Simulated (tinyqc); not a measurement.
Depletion-mode phase shifter in a rib waveguide and its Mach-Zehnder modulator: two steps of the calculation.

A lateral p-n junction at x0 in a waveguide whose mode intensity is a Gaussian of rms width s about x = 0; p side at smaller x. Reverse bias removes carriers and raises the index. Abrupt junction, doping uniform over the whole mode, lumped electrode (no travelling-wave effects).

Values chosen for this exercise; values close to those of silicon near 1550 nm:

| symbol | value | unit | meaning |
|---|---|---|---|
| lam | 1530 | nm | wavelength |
| eps_r | 11.7 |  | relative permittivity of the semiconductor |
| Na | 2.1e17 | cm^-3 | acceptor density |
| Nd | 3.9e17 | cm^-3 | donor density |
| Vb | 0.87 | V | built-in voltage |
| s | 150 | nm | rms width of the lateral mode intensity |
| x0 | 60 | nm | junction offset towards the n side |
| L | 1.5 | mm | length of the phase shifter |
| V | 2 | V | reverse bias |

Constants: q = 1.602176634e-19 C, eps0 = 8.8541878128e-14 F/cm where lengths are in cm. Results are converted to the units shown.

Problem 1. Depletion edges and mode overlap. W = sqrt(2 eps0 eps_r (Vb + V)(1/Na + 1/Nd)/q); edges xp = x0 - W Nd/(Na + Nd), xn = x0 + W Na/(Na + Nd); F(x) = [1 + erf(x/(sqrt(2) s))]/2.

Find: W at 0 and at V; edge; F.

Solution 1.

W at 0 and at V (nm): [90.79, 164.9]

| edge | edge (nm) | F |
|---|---|---|
| xp(0) | 0.9889 | 0.5026 |
| xn(0) | 91.78 | 0.7297 |
| xp(V) | -47.18 | 0.3766 |
| xn(V) | 117.7 | 0.7837 |

Problem 2. Mach-Zehnder modulator. One arm driven from 0 to V: phase 2 pi dneff L/lam; biased at quadrature the output swings between [1 -+ sin(phase/2)]/2; extinction ratio in dB; insertion loss = loss x L.

dneff = 9.0029611e-5
loss = 6.0641908 dB/cm

Give: phase; extinction ratio; insertion loss.

Solution 2.

phase = 0.1765 pi
extinction ratio = 2.440 dB
insertion loss = 0.9096 dB

Numbers from tinyqc (`OMP_NUM_THREADS=1 python tinyqc.py 2650020 2650021 out.jsonl`; about 0.01 s on one thread of a shared Intel Xeon 2.30GHz).
